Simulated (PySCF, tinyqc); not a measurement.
Inside a calculation. Method: FCI on RHF in the sto-3g basis, for H4, spin multiplicity 1. The lowest restricted solution is unstable here: a spin-polarised one lies 0.0433 hartree lower (PySCF). Computed by tinyqc, a small Python program that keeps every step (integrals from PySCF). Settings: charge = 0, multiplicity = 1, basis = sto-3g, method = RHF, energy threshold = 1e-10, iteration cap = 66, orthogonalisation = symmetric, start = Wolfsberg-Helmholz matrix, DIIS depth = 6, ci = FCI. Command: `OMP_NUM_THREADS=1 python tinyqc.py 20869 20870 out.jsonl` (the two numbers bound the seeds that draw the settings). One thread of a shared host (Intel(R) Xeon(R) Processor @ 2.60GHz), about 0.06 s of CPU time with the checks. The early iterations of the SCF are left out here.

## One-electron integrals

Geometry (angstrom):
```
atom,x,y,z
H,0.00000,0.00000,0.00000
H,0.00000,0.00000,0.98800
H,0.00000,1.12700,0.00000
H,0.00000,1.12700,0.98800
```

Basis sto-3g: exponents (1/bohr^2) and contraction coefficients of normalised primitives:
```
element,l (shell),exponent,coefficient
H,s (1),3.42525,0.15433
H,s (1),0.62391,0.53533
H,s (1),0.16886,0.44463
```

Overlap, kinetic and nuclear-attraction integrals over the contracted functions; the nuclear repulsion is the sum of Za Zb / Rab.

nuclear repulsion = 2.7164536 hartree

overlap S:
```
,1H 1s,2H 1s,3H 1s,4H 1s
1H 1s,1.00000,0.50358,0.42495,0.25724
2H 1s,0.50358,1.00000,0.25724,0.42495
3H 1s,0.42495,0.25724,1.00000,0.50358
4H 1s,0.25724,0.42495,0.50358,1.00000
```

kinetic energy T (hartree):
```
,1H 1s,2H 1s,3H 1s,4H 1s
1H 1s,0.76003,0.11582,0.07073,0.00975
2H 1s,0.11582,0.76003,0.00975,0.07073
3H 1s,0.07073,0.00975,0.76003,0.11582
4H 1s,0.00975,0.07073,0.11582,0.76003
```

nuclear attraction V (hartree):
```
,1H 1s,2H 1s,3H 1s,4H 1s
1H 1s,-2.55740,-1.23173,-1.02229,-0.62919
2H 1s,-1.23173,-2.55740,-0.62919,-1.02229
3H 1s,-1.02229,-0.62919,-2.55740,-1.23173
4H 1s,-0.62919,-1.02229,-1.23173,-2.55740
```

core Hamiltonian H = T + V (hartree):
```
,1H 1s,2H 1s,3H 1s,4H 1s
1H 1s,-1.79737,-1.11591,-0.95157,-0.61944
2H 1s,-1.11591,-1.79737,-0.61944,-0.95157
3H 1s,-0.95157,-0.61944,-1.79737,-1.11591
4H 1s,-0.61944,-0.95157,-1.11591,-1.79737
```

## Two-electron integrals

Functions are numbered as in S; the eight-fold symmetry (ij|kl) = (ji|kl) = (kl|ij) leaves the list below.

Two-electron integrals (ij|kl) in chemists' order, unique and non-zero (hartree):
```
i,j,k,l,(ij|kl)
1,1,1,1,0.77461
2,1,1,1,0.31489
2,1,2,1,0.16290
2,2,1,1,0.48197
2,2,2,1,0.31489
2,2,2,2,0.77461
3,1,1,1,0.25460
3,1,2,1,0.11068
3,1,2,2,0.18024
3,1,3,1,0.11202
3,2,1,1,0.13153
3,2,2,1,0.06979
3,2,2,2,0.13798
3,2,3,1,0.05938
3,2,3,2,0.03757
3,3,1,1,0.43867
3,3,2,1,0.20229
3,3,2,2,0.34606
3,3,3,1,0.25460
3,3,3,2,0.13798
3,3,3,3,0.77461
4,1,1,1,0.13798
4,1,2,1,0.06979
4,1,2,2,0.13153
4,1,3,1,0.05938
4,1,3,2,0.03714
4,1,3,3,0.13153
4,1,4,1,0.03757
4,2,1,1,0.18024
4,2,2,1,0.11068
4,2,2,2,0.25460
4,2,3,1,0.07991
4,2,3,2,0.05938
4,2,3,3,0.18024
4,2,4,1,0.05938
4,2,4,2,0.11202
4,3,1,1,0.20229
4,3,2,1,0.10530
4,3,2,2,0.20229
4,3,3,1,0.11068
4,3,3,2,0.06979
4,3,3,3,0.31489
4,3,4,1,0.06979
4,3,4,2,0.11068
4,3,4,3,0.16290
4,4,1,1,0.34606
4,4,2,1,0.20229
4,4,2,2,0.43867
4,4,3,1,0.18024
4,4,3,2,0.13153
4,4,3,3,0.48197
4,4,4,1,0.13798
4,4,4,2,0.25460
4,4,4,3,0.31489
4,4,4,4,0.77461
```

## Orthogonalisation

S = U s U^T; symmetric (Loewdin) form X = U s^(-1/2) U^T, so that X^T S X = 1.

eigenvalues of S: 0.32871  0.66413  0.82138  2.18578

X:
```
,1H 1s,2H 1s,3H 1s,4H 1s
1H 1s,1.18776,-0.29788,-0.23603,0.02253
2H 1s,-0.29788,1.18776,0.02253,-0.23603
3H 1s,-0.23603,0.02253,1.18776,-0.29788
4H 1s,0.02253,-0.23603,-0.29788,1.18776
```

## Iteration 2 (converged): orbitals

converged F (hartree):
```
,1H 1s,2H 1s,3H 1s,4H 1s
1H 1s,-0.30774,-0.52017,-0.33198,-0.29140
2H 1s,-0.52017,-0.30774,-0.29140,-0.33198
3H 1s,-0.33198,-0.29140,-0.30774,-0.52017
4H 1s,-0.29140,-0.33198,-0.52017,-0.30774
```

Diagonalise F' = X^T F X, C = X C', fill 2 alpha and 2 beta electrons from the bottom; D = 2 C_occ C_occ^T. Each column has its largest component positive (the first on a tie).

F' = X^T F X (hartree):
```
,1,2,3,4
1,0.02887,-0.48536,-0.23148,0.02399
2,-0.48536,0.02887,0.02399,-0.23148
3,-0.23148,0.02399,0.02887,-0.48536
4,0.02399,-0.23148,-0.48536,0.02887
```

orbital energies (hartree): MO1 -0.66397, MO2 -0.24900, MO3 0.25877, MO4 0.76970

coefficients C:
```
,MO1,MO2,MO3,MO4
1H 1s,0.33819,0.55169,0.61354,0.87210
2H 1s,0.33819,0.55169,-0.61354,-0.87210
3H 1s,0.33819,-0.55169,0.61354,-0.87210
4H 1s,0.33819,-0.55169,-0.61354,0.87210
```

D after iteration 2:
```
,1H 1s,2H 1s,3H 1s,4H 1s
1H 1s,0.83748,0.83748,-0.37998,-0.37998
2H 1s,0.83748,0.83748,-0.37998,-0.37998
3H 1s,-0.37998,-0.37998,0.83748,0.83748
4H 1s,-0.37998,-0.37998,0.83748,0.83748
```

## Convergence

Stop when the energy changes by less than 1e-10 hartree and every element of the error matrix X^T (F D S - S D F) X is below 3e-06.

Course of the cycle:
```
iteration,E (hartree),change,largest element of the error matrix
1,-1.8822435,-,1.45e-15
2,-1.8822435,-1.78e-15,1.27e-15
```

PySCF RHF in the same basis = -1.8822435 hartree

Converged in 2 iterations.

## Integrals over molecular orbitals

(pq|rs) = sum C_ip C_jq C_kr C_ls (ij|kl), one index at a time.

one-electron integrals over orbitals h = C^T H C (hartree):
```
,1,2,3,4
1,-2.05157,0.00000,0.00000,0.00000
2,0.00000,-1.63415,0.00000,0.00000
3,0.00000,0.00000,-1.52618,0.00000
4,0.00000,0.00000,0.00000,-1.06276
```

Two-electron integrals over orbitals (pq|rs), unique and non-zero (hartree):
```
p,q,r,s,(pq|rs)
1,1,1,1,0.51887
2,1,2,1,0.14446
2,2,1,1,0.50660
2,2,2,2,0.51642
3,1,3,1,0.12863
3,2,3,2,0.08024
3,3,1,1,0.50295
3,3,2,2,0.49396
3,3,3,3,0.51097
4,1,3,2,0.07953
4,1,4,1,0.07888
4,2,3,1,0.12820
4,2,4,2,0.14075
4,3,2,1,0.14241
4,3,4,3,0.15650
4,4,1,1,0.50909
4,4,2,2,0.51696
4,4,3,3,0.51619
4,4,4,4,0.53907
```

## FCI: determinants and Hamiltonian

Hartree-Fock energy = -1.8822435 hartree

Slater-Condon rules over spin orbitals, with the nuclear repulsion added and E(HF) subtracted on the diagonal. Only determinants linked to the reference directly or through others are kept (one block of an abelian symmetry group), so some states are absent.

Occupation strings over the orbitals (2 doubly, a alpha, b beta, 0 empty; spin orbitals ordered 1a 1b 2a 2b ...): 2200 aabb 2020 abab 2002 abba baab 0220 baba 0202 bbaa 0022

H - E(HF) between determinants (hartree):
```
,2200,aabb,2020,abab,2002,abba,baab,0220,baba,0202,bbaa,0022
2200,0.00000,-0.04867,0.08024,-0.07953,0.14075,0.12820,0.12820,0.12863,-0.07953,0.07888,-0.04867,0.00000
aabb,-0.04867,1.06881,0.07953,-0.08024,-0.12820,-0.14075,-0.12863,-0.12820,-0.07888,0.07953,0.00000,-0.04867
2020,0.08024,0.07953,0.22755,0.06288,0.15650,-0.14241,-0.14241,0.14446,0.06288,0.00000,0.07953,0.07888
abab,-0.07953,-0.08024,0.06288,1.10039,0.14241,-0.15650,-0.14446,0.14241,0.00000,0.06288,-0.07888,-0.07953
2002,0.14075,-0.12820,0.15650,0.14241,1.30656,-0.01421,-0.01421,0.00000,0.14241,0.14446,-0.12820,0.12863
abba,0.12820,-0.14075,-0.14241,-0.15650,-0.01421,1.21065,0.00000,-0.01421,-0.14446,-0.14241,-0.12863,0.12820
baab,0.12820,-0.12863,-0.14241,-0.14446,-0.01421,0.00000,1.21065,-0.01421,-0.15650,-0.14241,-0.14075,0.12820
0220,0.12863,-0.12820,0.14446,0.14241,0.00000,-0.01421,-0.01421,1.12079,0.14241,0.15650,-0.12820,0.14075
baba,-0.07953,-0.07888,0.06288,0.00000,0.14241,-0.14446,-0.15650,0.14241,1.10039,0.06288,-0.08024,-0.07953
0202,0.07888,0.07953,0.00000,0.06288,0.14446,-0.14241,-0.14241,0.15650,0.06288,2.04670,0.07953,0.08024
bbaa,-0.04867,0.00000,0.07953,-0.07888,-0.12820,-0.12863,-0.14075,-0.12820,-0.08024,0.07953,1.06881,-0.04867
0022,0.00000,-0.04867,0.07888,-0.07953,0.12863,0.12820,0.12820,0.14075,-0.07953,0.08024,-0.04867,2.22261
```

## FCI: roots

Diagonalise (each vector has its largest component positive (the first on a tie)); all determinants have Ms = 0, so triplets appear too. The lowest singlet root is the correlation energy.

lowest roots of this matrix, relative to E(HF) (hartree): -0.09911  0.15105  0.64031  0.86192  1.06761  1.09932  1.21293  1.21586

lowest vectors:
```
,root 1,root 2,root 3,root 4
2200,0.92176,0.29786,0.00000,0.18294
aabb,0.03430,-0.09599,0.40825,0.31499
2020,-0.31411,0.89589,0.00000,0.23248
abab,0.07603,0.02635,0.40825,-0.33028
2002,-0.06744,-0.18592,0.00000,0.32977
abba,-0.11033,0.06964,0.40825,0.01529
baab,-0.11033,0.06964,0.40825,0.01529
0220,-0.07157,-0.20689,0.00000,0.59722
baba,0.07603,0.02635,0.40825,-0.33028
0202,-0.04723,0.03651,0.00000,-0.12685
bbaa,0.03430,-0.09599,0.40825,0.31499
0022,0.03921,-0.02103,0.00000,-0.11791
```

<S^2> of these roots: 0.00000  0.00000  6.00000  0.00000  2.00000  2.00000  2.00000  0.00000

weight of the ground state by excitation level 0, 1, 2, ...: 0.84964  0.00000  0.14883  0.00000  0.00154

The reference has a weight of only 0.85: one determinant is a poor start here.
